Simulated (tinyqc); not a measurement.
Single-domain magnet: Stoner-Wohlfarth switching, Neel-Arrhenius retention, LLG dynamics and spin torque: one step, computed by the program tinyqc. Command: `OMP_NUM_THREADS=1 python tinyqc.py 3001699 3001700 out.jsonl macro walk`. One thread of a shared host (Intel(R) Xeon(R) Processor @ 2.30GHz), about 0.01 s of CPU time with the checks.

The moment is uniform, with unit vector m; z is the easy axis. mu_0 = 1.25663706212e-6 T m/A, gamma = 1.76085963023e11 rad/(s T).

Question. Barrier in a tilted field. Energy over K_eff V: e(theta) = sin^2(theta) + 2 h cos(theta - psi) for m at the angle theta from +z and a field that points at psi from -z (it pulls m away from +z towards negative theta); h_sw = (cos^(2/3) psi + sin^(2/3) psi)^(-3/2). The metastable minimum and the saddle are the two roots of e'(theta) = sin(2 theta) - 2 h sin(theta - psi) on either side of theta_c = -arctan(tan^(1/3) psi).

Inputs (values chosen for the exercise, for a model magnet): temperature T = 398 K; field angle psi from the easy axis = 50 degrees; reversing field h = H/H_K = 0.35.

Shape: thin disc, easy axis normal to it.

stability factor Delta = 60.79962

Give: switching field h_sw; minimum theta; saddle theta; barrier / (K_eff V); barrier / (k_B T).

Answer.

switching field h_sw = 0.5026

minimum theta = -20.67 degrees

saddle theta = -71.73 degrees

barrier / (K_eff V) = 0.1773

barrier / (k_B T) = 10.78

The form (1 - h/h_sw)^n reproduces this barrier with n = 1.451; n is 2 for a field on the axis, and the approach to h_sw has the exponent 3/2 off the axis. Caution: a flat cylinder has a smaller N_z than the spheroid of the same t/d, so K_eff of a real disc is larger.
